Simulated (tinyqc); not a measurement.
# MOS structure on a p-type body, non-linear Poisson equation by Newton steps: two studies

One dimension, insulator interface at x = 0, acceptor density Na, uniform, net doping C = -(acceptor density). psi is counted from the intrinsic level: n = ni exp((psi - Vb)/Vt), p = ni exp(-psi/Vt); deep in the body psi_b = -Vt ln(Na/ni). The gate acts through Cox = eps0 eox/tox and has the potential psi_G = Vg - (phiM - chi - Vt ln(Nc/ni)). Boltzmann statistics, full ionisation, classical densities, no oxide or interface charge.

Parameters, values chosen for the exercise; band and dielectric values close to those of silicon: temperature T = 300 K; band gap Eg = 1.1 eV; relative permittivity eps_r = 11.7; conduction-band density of states at T Nc = 2.77e19 cm^-3; valence-band density of states at T Nv = 2.63e19 cm^-3; electron affinity chi = 4 eV; acceptor density deep in the body Na = 1.6e16 cm^-3; relative permittivity of the gate insulator (close to silicon dioxide) eox = 3.9; insulator thickness tox = 1.8 nm; gate work function phiM = 4.53 eV; electron quasi-Fermi potential against the body Vb = 1 V.

Constants: q = 1.602176634e-19 C, kB = 1.380649e-23 J/K, Vt = kB T/q, eps0 = 8.8541878128e-14 F/cm where lengths are in cm. Results are converted to the units shown.

Each table varies one quantity; the others keep the values above.

## Charge and capacitance against gate voltage

ni = sqrt(Nc Nv) exp(-Eg/(2 Vt)), Eg in volts. The Poisson equation d/dx(eps0 eps_r dpsi/dx) = -q (p - n + C), with eps0 eps_r dpsi/dx = -Cox (psi_G - psi_0) at x = 0, is solved on a mesh of about 600 nodes or more. N_inv is the integral of n less its value deep in the body. C_LF = Cox (1 - dpsi_0/dVg) with all carriers following; C_HF is the same with the electron quasi-Fermi level shifting uniformly so that N_inv stays fixed. The centroid is that of the same excess.

Results:

| Vg (V) | psi_0 - psi_b (V) | N_inv (cm^-2) | C_LF/Cox | C_HF/Cox | centroid (nm) |
|---|---|---|---|---|---|
| 1.16 | 1.49 | 8.71e5 | 0.0154 | 0.0154 | 3.09 |
| 1.36 | 1.69 | 1.65e9 | 0.0196 | 0.0145 | 2.89 |
| 1.78 | 1.91 | 2.40e12 | 0.823 | 0.0140 | 1.52 |
| 1.99 | 1.94 | 4.57e12 | 0.892 | 0.0140 | 1.14 |
| 2.2 | 1.95 | 6.85e12 | 0.923 | 0.0140 | 0.923 |
| 2.41 | 1.97 | 9.20e12 | 0.940 | 0.0140 | 0.780 |

Estimate the missing row, Vg = 1.57 V.

Computed row:

| Vg (V) | psi_0 - psi_b (V) | N_inv (cm^-2) | C_LF/Cox | C_HF/Cox | centroid (nm) |
|---|---|---|---|---|---|
| 1.57 | 1.85 | 5.59e11 | 0.579 | 0.0140 | 2.28 |

With this row back in the table: N_inv goes from 8.71e5 to 9.20e12 cm^-2 and passes 2e11 cm^-2 at Vg = 1.51 V. Below threshold it takes 61.0 mV a decade between Vg = 1.16 and 1.36 V, against Vt ln 10 = 59.5 mV. C_LF/Cox is lowest, 0.0154, at Vg = 1.16 V among the rows listed and ends at 0.940, while C_HF/Cox ends at 0.0140. Between the last two rows q dN_inv/dVg is 0.932 Cox. Where the classical centroid is under about 2 nm, confinement would move the charge away from the interface and raise the threshold. Above about 2e12 cm^-2 degeneracy matters too.

## Effect of the acceptor density deep in the body on threshold, swing and body effect

VT is the Vg at which N_inv = 2e11 cm^-2. m = 1/(dpsi_0/dVg) at N_inv = 1e8 cm^-2; the swing is the Vg between N_inv = 1e8 and 1e9 cm^-2; body coefficient [VT(Vb + 0.05 V) - VT(Vb)]/0.05 V - 1.

Results:

| Na (cm^-3) | VT (V) | psi_0 - psi_b at VT (V) | m - 1 | swing (mV/decade) | body coefficient |
|---|---|---|---|---|---|
| 4e15 | 1.47 | 1.77 | 0.00798 | 60.6 | 0.0129 |
| 5.9e15 | 1.48 | 1.78 | 0.00958 | 60.7 | 0.0146 |
| 8.6e15 | 1.49 | 1.80 | 0.0114 | 60.8 | 0.0166 |
| 1.3e16 | 1.50 | 1.81 | 0.0139 | 60.9 | 0.0191 |
| 2.7e16 | 1.53 | 1.84 | 0.0198 | 61.3 | 0.0248 |
| 4e16 | 1.55 | 1.85 | 0.0239 | 61.5 | 0.0288 |

Estimate the missing row, Na = 1.9e16 cm^-3.

Computed row:

| Na (cm^-3) | VT (V) | psi_0 - psi_b at VT (V) | m - 1 | swing (mV/decade) | body coefficient |
|---|---|---|---|---|---|
| 1.9e16 | 1.51 | 1.82 | 0.0167 | 61.1 | 0.0218 |

With this row back in the table: As Na goes from 4e15 to 4e16, VT rises from 1.47 to 1.55 V, the swing rises from 60.6 to 61.5 mV/decade and the body coefficient rises from 0.0129 to 0.0288. The swing stays within 1.0 % of m Vt ln 10, and the body coefficient within 0.0051 of m - 1.

Numbers from tinyqc (`OMP_NUM_THREADS=1 python tinyqc.py 2080099 2080100 out.jsonl`; about 0.3 s on one thread of a shared Intel Xeon 2.30GHz).
